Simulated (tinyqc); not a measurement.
p-type polysilicon, carrier trapping at grain boundaries: effect of the temperature.

One-dimensional grains of size Lg, uniform ionised doping N, monovalent traps Qt at each boundary at a depth Et below (for electrons) or above (for holes) the band edge there, abrupt depletion of width W on each side of a boundary, Boltzmann statistics. xi is the distance from the band edge at the grain centre to the Fermi level. Trapped charge Qt/(1 + exp((xi + VB - Et)/Vt)) = 2 N W, barrier VB = q N W^2/(2 eps0 eps_r).

NB is given at 300 K and scales as (T/300 K)^1.5. If the trap equation with xi = Vt ln(NB/N) has a root W < Lg/2, the grain is partly depleted; otherwise W = Lg/2 and the trap equation gives xi = Et - VB + Vt ln(Qt/(N Lg) - 1). N* = Qt/Lg. n0 = NB exp(-xi/Vt); mean density n0 (1 - 2 W/Lg) by charge balance in a partly depleted grain, and n0 (sqrt(pi)/2) erf(u)/u with u = sqrt(VB/Vt) in a fully depleted one; v = sqrt(kB T/(2 pi ms m0)); barrier resistivity Vt exp(VB/Vt)/(q fe n0 v Lg); grain resistivity (1 - 2 W/Lg)/(q n0 mug); effective mobility 1/(q mean density total resistivity). Rows with xi above 0.45 V, towards mid-gap, are left out, since the other carrier type is ignored.

Values chosen for this exercise; values of the order met in polycrystalline silicon:
```
symbol,value,unit,meaning
eps_r,11.7,,relative permittivity
NB,2.65e19,cm^-3,valence-band density of states at the reference temperature
Lg,17,nm,grain size
Qt,1.2e12,cm^-2,trap density of a grain boundary
Et,0.37,eV,depth of the trap level from the majority band edge at the boundary
ms,0.48,m0,mass for thermionic emission
fe,0.12,,correction factor of the emission rate
mug,170,cm^2/(V s),mobility inside the grains
N,4.5e18,cm^-3,doping
```

Constants: q = 1.602176634e-19 C, kB = 1.380649e-23 J/K, m0 = 9.1093837015e-31 kg, Vt = kB T/q, eps0 = 8.8541878128e-14 F/cm where lengths are in cm. Results are converted to the units shown.

The same in every row: N/N* = 6.375.

Effect of the temperature:

| T (K) | depleted share 2 W/Lg | VB (V) | xi (V) | mean density (cm^-3) | resistivity (ohm cm) | effective mobility (cm^2/(V s)) |
|---|---|---|---|---|---|---|
| 200 | 0.1569 | 0.006186 | 0.02008 | 3.794e18 | 0.05980 | 27.51 |
| 240 | 0.1569 | 0.006186 | 0.02975 | 3.794e18 | 0.06149 | 26.75 |
| 280 | 0.1569 | 0.006186 | 0.04028 | 3.794e18 | 0.06339 | 25.95 |
| 320 | 0.1569 | 0.006186 | 0.05156 | 3.794e18 | 0.06539 | 25.16 |
| 360 | 0.1569 | 0.006186 | 0.06349 | 3.794e18 | 0.06741 | 24.40 |
| 400 | 0.1568 | 0.006183 | 0.07599 | 3.794e18 | 0.06942 | 23.70 |
| 440 | 0.1568 | 0.006178 | 0.08901 | 3.795e18 | 0.07140 | 23.04 |

As T goes from 200 to 440, VB stays near 0.00618 V, the resistivity rises from 0.0598 to 0.0714 ohm cm and the effective mobility falls from 27.5 to 23.0 cm^2/(V s). The activation energy kB ln(rho1/rho2)/(1/T1 - 1/T2) is -0.00287 eV between the first two rows and -0.0107 eV between the last two; mug is held fixed. In every row xi is under 2.5 Vt, where Boltzmann statistics begin to fail. In every row VB is below Vt, where abrupt depletion and thermionic emission are rough.

Numbers from tinyqc (`OMP_NUM_THREADS=1 python tinyqc.py 2830071 2830072 out.jsonl`; about 0.01 s on one thread of a shared Intel Xeon 2.30GHz).
